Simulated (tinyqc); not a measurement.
# Threshold and carrier lifetime from two turn-on delays

Inverse problem. With a constant carrier lifetime tau, a current step from 0 to I reaches threshold after td = tau ln(I/(I - Ith)). Find Ith and tau.

turn-on delay for steps from 0 to 5 and to 9.9 mA (ns): [1.1866906, 0.44601162]

Solution. The ratio of the delays holds no tau and rises steadily with Ith, so it has one root below the smaller current.

Ith = 3.30 mA
tau = 1.10 ns

tinyqc, about 0.01 s, one thread, Intel Xeon 2.30GHz (shared host): `OMP_NUM_THREADS=1 python tinyqc.py 2840127 2840128 out.jsonl`
